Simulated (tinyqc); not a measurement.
# Solubility, supersaturation, precipitation and gettering of an impurity in a silicon-like host, step by step

A worked calculation. Computed by tinyqc, a small Python program that keeps every step. Command: `OMP_NUM_THREADS=1 python tinyqc.py 3001311 3001312 out.jsonl ripen walk`. One thread of a shared host (Intel(R) Xeon(R) Processor @ 2.30GHz), about 0.01 s of CPU time with the checks. Intermediate numbers are printed to about 6 digits and carried at full precision; extremes and crossings named in words are read from the listed rows.

The wafer was saturated at T1 and is then held at T.

Inputs (values chosen for the exercise, modelled on cobalt in silicon): site density N0 = 5e+22 1/cm^3; enthalpy of solution H = 2.77 eV; entropy of solution S = 8.1 k_B; diffusion prefactor D0 = 0.00088 cm^2/s; migration energy Q = 0.529 eV; temperature of saturation T1 = 1275 K; anneal temperature T = 846 K; sink density n = 5e+08 1/cm^3; initial sink radius r0 = 6.4 nm; impurity density in the precipitate C_p = 2.2e+22 1/cm^3; interface energy gamma = 0.34 J/m^2; anneal time t = 240 s; wafer thickness w = 625 micrometre; segregation energy E_g = 1.3 eV; segregation prefactor k_0 = 0.0013; getter layer thickness t_g = 1.5 micrometre.

Gettering: segregation gettering in a layer.

Constants: k_B = 8.617333262e-05 eV/K; k_B = 1.380649e-23 J/K.

## Solubility, diffusivity, supersaturation

C_eq(T) = N0 exp(S/k_B - H/(k_B T)); D(T) = D0 exp(-Q/(k_B T)); C0 = C_eq(T1). Supersaturation s = C0/C_eq(T); critical radius r* = 2 gamma/(C_p k_B T ln s); barrier W* = (4 pi/3) gamma r*^2. Strain energy is left out.

C0 = 1.85178e+15 1/cm^3

C_eq(T) = 5.19223e+09 1/cm^3

D(T) = 6.21058e-07 cm^2/s

supersaturation s = 356645

critical radius r* = 0.206990 nm

W*/(k_B T) = 5.22410

Sinks of radius r0 are above r* and grow. The barrier is low enough for new nuclei to form. Caution: the barrier to homogeneous nucleation is below 35 k_B T for these inputs, so new precipitates would form and outnumber the fixed sinks assumed here. Caution: a critical radius of atomic size is outside the capillary model.

## Ham's law for sinks of fixed radius

tau0 = 1/(4 pi n r0 D); C_fixed(t) = C_eq + (C0 - C_eq) exp(-t/tau0). If all excess precipitates, the final radius is r_f = [r0^3 + 3 (C0 - C_eq)/(4 pi n C_p)]^(1/3), with tau_f = 1/(4 pi n r_f D).

tau0 = 400.413 s

C_fixed(t) = 1.01691e+15 1/cm^3

final radius r_f = 34.3276 nm

tau_f = 74.6525 s

The sinks grow 5.4 times, so the fixed radius underrates the later rate.

## Growing precipitates

Growing sinks: with y = r/r_f and y0 = r0/r_f, dy/dt = (1 - y^3)/(3 tau_f y), which integrates to t/tau_f = F(y) - F(y0), F(y) = (1/2) ln[(1 + y + y^2)/(1 - y)^2] - sqrt(3) arctan[(2y + 1)/sqrt(3)]; the share of the excess left is (1 - y^3)/(1 - y0^3), and C(t) = C_eq + (C0 - C_eq) x share.

radius at t = 33.4125 nm

share of the excess left = 0.0783706

C(t) with growing sinks = 1.45130e+14 1/cm^3

92.2 % of the excess has precipitated.

## Segregation into a layer on one face

k = k_0 exp(E_g/(k_B T)); in equilibrium the bulk keeps C/C0 = 1/(1 + k t_g/w). For a strong sink on one face the slowest diffusion mode has tau_w = 4 w^2/(pi^2 D), and C/C0 is estimated as c_eq + (1 - c_eq)(8/pi^2) sum over odd m up to 99 of exp(-m^2 t/tau_w)/m^2. Precipitation is left out here.

segregation coefficient k = 72157.8

equilibrium C/C0 = 0.00574123

tau_w = 2549.11 s

mean C/C0 at t = 0.780848

Limited by diffusion: far more is left than the 0.0057 that equilibrium would leave.

## The best anneal temperature for the time t

C_eq(T) = N0 exp(S/k_B - H/(k_B T)); D(T) = D0 exp(-Q/(k_B T)); C0 = C_eq(T1). r_f = [r0^3 + 3 (C0 - C_eq)/(4 pi n C_p)]^(1/3), tau_f = 1/(4 pi n r_f D).

Dissolved share after t:
```
T (K)      C_eq/C0  tau_f (s)      C(t)/C0
574    4.24898e-14    2324.70  9.73585e-01
663    7.81769e-11     553.19  8.39709e-01
765    5.01830e-08     160.96  3.88507e-01
867    7.03804e-06      62.62  4.27838e-02
969    3.48633e-04      29.72  9.72137e-04
1071   8.21192e-03      16.30  8.21272e-03
1160   8.21339e-02      10.77  8.21339e-02
1224   3.49772e-01       9.15  3.49772e-01
```

The lowest dissolved share among these rows is 9.7e-4 at 969 K. Above it solubility sets the floor; below it diffusion is too slow for this time. Solubility falls with H = 2.77 eV and diffusion with Q = 0.529 eV.

Checks made by the program: radius against numerical integration (relative difference 1e-10).
